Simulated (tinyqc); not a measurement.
Carrier lifetime of an n-type layer with SRH, radiative, Auger and surface recombination: course of the iteration.

Uniform excess density dn = dp (no trapping), n = n0 + dn, p = p0 + dn, Boltzmann statistics, full ionisation. Surfaces enter as a rate 2 S dn/d, which holds while diffusion to them is fast.

Start: dn = 7e14 cm^-3.

With e = n p - ni^2 = dn (n0 + p0 + dn): U_SRH = e/(tp0 (n + n1) + tn0 (p + p1)), U_rad = B e, U_Aug = (Cn n + Cp p) e, U_s = 2 S dn/d. Substitution: tau = dn/U with U the sum, dn(new) = G tau.

Stop when the step is below 1e-10 of the value, or after 40 iterations.

Inputs (values chosen for the exercise); band and dielectric values close to those of 4H silicon carbide:
```
symbol,value,unit,meaning
B,1.52e-12,cm^3/s,radiative coefficient
Cn,2.9e-31,cm^6/s,Auger coefficient (two electrons)
Cp,1.7e-31,cm^6/s,Auger coefficient (two holes)
S,8,cm/s,surface recombination velocity (both faces)
d,100,um,sample thickness
G,7.9e18,cm^-3 s^-1,generation rate
```

n0 = 1.5e15 cm^-3
p0 = 7.12484e-32 cm^-3
n1 = 7.80750e-4 cm^-3
p1 = 1.36885e-13 cm^-3
tn0 = 1.04515e-4 s
tp0 = 1.39353e-5 s

Course of the iteration:

| iteration | dn before the step (cm^-3) | step (cm^-3) |
|---|---|---|
| 1 | 7e14 | -3.98e14 |
| 2 | 3.02259e14 | -8.36e13 |
| 3 | 2.18696e14 | -2.57e13 |
| 4 | 1.93005e14 | -8.68e12 |
| 5 | 1.84327e14 | -3.02e12 |
| 6 | 1.81305e14 | -1.06e12 |
| 7 | 1.80243e14 | -3.75e11 |
| 8 | 1.79867e14 | -1.33e11 |
| 9 | 1.79735e14 | -4.69e10 |
| ... | ... | ... |
| 16 | 1.79662e14 | -3.25e7 |
| 17 | 1.79662e14 | -1.15e7 |
| 18 | 1.79662e14 | -4.07e6 |
| 19 | 1.79662e14 | -1.44e6 |
| 20 | 1.79662e14 | -5.09e5 |
| 21 | 1.79662e14 | -1.80e5 |
| 22 | 1.79662e14 | -6.37e4 |
| 23 | 1.79662e14 | -2.25e4 |
| 24 | 1.79662e14 | -7970 |

Did this iteration meet its convergence test, and what does its course show?

Yes. Converged in 24 iterations. At the solution d ln U/d ln dn = 0.65, so the logarithmic slope of the map is 1 - 0.65 = 0.35; its size is below 1, so substitution contracts.

Numbers from tinyqc (`OMP_NUM_THREADS=1 python tinyqc.py 2300143 2300144 out.jsonl`; about 0.01 s on one thread of a shared Intel Xeon 2.30GHz).
